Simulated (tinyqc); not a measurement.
Inside a calculation. Model: velocity overshoot from momentum and energy balance equations after a field step. Computed by tinyqc, a small Python program that keeps every step. Command: `OMP_NUM_THREADS=1 python tinyqc.py 3012105 3012106 out.jsonl overshoot walk`. One thread of a shared host (Intel(R) Xeon(R) Processor @ 2.30GHz), about 0.04 s of CPU time with the checks. Intermediate numbers are printed to about 6 digits and carried at full precision; extremes and crossings named in words are read from the listed rows.

At t = 0 the field jumps from 0 to F in a uniform sample. v is the drift velocity and u = w - (3/2) k_B T the excess energy per carrier.

Inputs (values chosen for the exercise, modelled on holes in silicon except for tau_E): effective mass m = 0.39 m_0; low-field mobility mu_0 = 420 cm^2/(V s); saturation velocity v_s = 0.9 1e7 cm/s; energy relaxation time tau_E = 0.45 ps; field after the step F = 63 kV/cm; lattice temperature T = 300 K; time step dt = 3.5 fs.

Scheme: explicit Euler.

Constants: m_0 = 9.1093837015e-31 kg; e = 1.602176634e-19 C; k_B = 8.617333262e-05 eV/K.

## Constants and steady state

dv/dt = e F/m - v/tau_m(u), du/dt = e F v - u/tau_E, tau_m(u) = tau_0/(1 + c u), tau_0 = m mu_0/e, c = mu_0/(e tau_E v_s^2); this choice gives the steady state v (1 + mu_0 F v/v_s^2) = mu_0 F, which saturates at v_s. Steady velocity v = 2 mu_0 F/(1 + sqrt(1 + 4 (mu_0 F/v_s)^2)); u = e F v tau_E; carrier temperature T + 2u/(3 k_B), neglecting the drift energy m v^2/2.

tau_0 = 93.1306 fs

c = 11.5226 1/eV

acceleration e F/m = 0.0284117 1e7 cm/s per fs

steady velocity = 0.759861 1e7 cm/s

steady excess energy = 0.215421 eV

steady carrier temperature = 1966.57 K

tau_E/tau_0 = 4.83, and in the steady state tau_m has shrunk to 26.7 fs.

## First four steps

dv/dt = e F/m - v/tau_m(u), du/dt = e F v - u/tau_E, tau_m(u) = tau_0/(1 + c u), tau_0 = m mu_0/e, c = mu_0/(e tau_E v_s^2); this choice gives the steady state v (1 + mu_0 F v/v_s^2) = mu_0 F, which saturates at v_s. Step: v_new = v + dt (e F/m - v/tau_m(u)), u_new = u + dt (e F v - u/tau_E). Start v = u = 0; the distance adds dt (v + v_new)/2.

Steps:
```
step  t (fs)  v (1e7 cm/s)      u (eV)  tau_m (fs)
1        3.5      0.099441  0.00000000     93.1306
2        7.0      0.195145  0.00021927     92.8959
3       10.5      0.287233  0.00064786     92.4406
4       14.0      0.375799  0.00127617     91.7810
```

After the first step u is still 0, below the drift energy m v^2/2, because the explicit scheme uses the old v: an error of the finite time step.

## The whole transient

Run to 8 times the larger of tau_E and tau_0, but at most 20001 steps, and stop early if |v| > 1000 v_s or u < -1/(2c); the run is accepted if the last v is within 0.5 % of the steady value.

Selected steps, the peak among them:
```
step       t (fs)  v (1e7 cm/s)       u (eV)  distance (nm)
1     3.50000e+00       0.09944            0    1.74022e-02
2     7.00000e+00       0.19514  2.19267e-04    6.89547e-02
4     1.40000e+01       0.37580  1.27617e-03    2.69402e-01
8     2.80000e+01       0.69589  5.60324e-03    1.02551e+00
14    4.90000e+01       1.07494  1.65724e-02    2.90555e+00
24    8.40000e+01       1.43876  4.23307e-02    7.39904e+00
32    1.12000e+02       1.51725  6.52897e-02    1.15742e+01
41    1.43500e+02       1.45867  8.97149e-02    1.62896e+01
71    2.48500e+02       1.07701  1.45268e-01    2.94794e+01
121   4.23500e+02       0.86304  1.84259e-01    4.59713e+01
207   7.24500e+02       0.78577  2.06587e-01    7.04903e+01
353   1.23550e+03       0.76301  2.14308e-01    1.09866e+02
603   2.11050e+03       0.75995  2.15388e-01    1.76430e+02
1029  3.60150e+03       0.75986  2.15421e-01    2.89727e+02
```

peak velocity = 1.51725 1e7 cm/s

time of the peak = 112 fs

distance at the peak = 11.5742 nm

last relative deviation from the steady velocity = 3.01417e-07

peak over steady velocity = 1.99675

The velocity overshoots to 2.00 times its steady value: momentum follows the field within tau_m while the energy, and with it the scattering rate, builds up over tau_E. A channel shorter than a few times 12 nm would see this.

## Error of the time step

The peak velocity is recomputed with dt/2 and dt/4 and by an adaptive Runge-Kutta method (tolerance 1e-9).

Peak velocity:
```
step      v_peak (1e7 cm/s)  error (%)
dt                  1.51725    1.66509
dt/2                1.50463    0.81915
dt/4                1.49846    0.40577
adaptive            1.49240    0.00000
```

The explicit scheme puts the peak 1.67 % too high; halving dt divides the error by 2.03, as a first-order method should.

Checks made by the program: peak at dt/4 against the adaptive solution (relative difference 4e-03).
